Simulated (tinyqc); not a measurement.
From a target to a composition: alloy A(1-x)B(x) by interpolation with bowing. Three cases, with inputs chosen for the exercise.

Problem. An alloy A(1-x)B(x) has the gap E(x) = (1 - x) E_A + x E_B - C1 x (1 - x) at Gamma, C1 the first entry of C. Which x puts hc/E at the given wavelength, and what is the mismatch (a_sub - a(x))/a(x) to a substrate of A, with Vegard for a(x)?

Constants: hc = 1239.841984 eV nm.

Find: target gap; x; mismatch.

Method. Solve C1 x^2 + (E_B - E_A - C1) x + E_A - hc/wavelength = 0; the gap is monotonic in x because |E_B - E_A| > C1, so one root lies between 0 and 1. Whether Gamma is the lowest valley there, and whether such a mismatch can be grown coherently, are separate questions.

Case 1.

Values chosen (out of a larger set: A near Ge, B near Si; not measured data):
- a = (5.662, 5.432) angstrom (lattice constant of A, B)
- Eg = (0.903, 4.215) eV (gap at Gamma to the s-like level of A, B)
- C = (0.254, 0.287, 0) eV (bowing of the Gamma, X and L gaps)

wavelength = 367.492 nm

Solution.

target gap = 3.3738 eV
x = 0.760
mismatch = 3.186 %

Case 2.

Values chosen (out of a larger set: A near GaAs, B near GaP; not measured data):
- a = (5.646, 5.447) angstrom (lattice constant of A, B)
- Eg = (1.526, 2.863) eV (gap at Gamma to the s-like level of A, B)
- C = (0.218, 0.239, 0.198) eV (bowing of the Gamma, X and L gaps)

wavelength = 672.357 nm

Solution.

target gap = 1.8440 eV
x = 0.270
mismatch = 0.961 %

Case 3.

Values chosen (out of a larger set: A near InP, B near GaP; not measured data):
- a = (5.871, 5.445) angstrom (lattice constant of A, B)
- Eg = (1.415, 2.857) eV (gap at Gamma to the s-like level of A, B)
- C = (0.644, 0.207, 1.101) eV (bowing of the Gamma, X and L gaps)

wavelength = 533.630 nm

Solution.

target gap = 2.3234 eV
x = 0.720
mismatch = 5.512 %

Computed by tinyqc, one run a case: `OMP_NUM_THREADS=1 python tinyqc.py N N+1 out.jsonl` with N = 1080039, 1080087, 1080090; one thread of a shared Intel(R) Xeon(R) Processor @ 2.30GHz, about 0.01 s a run at most.
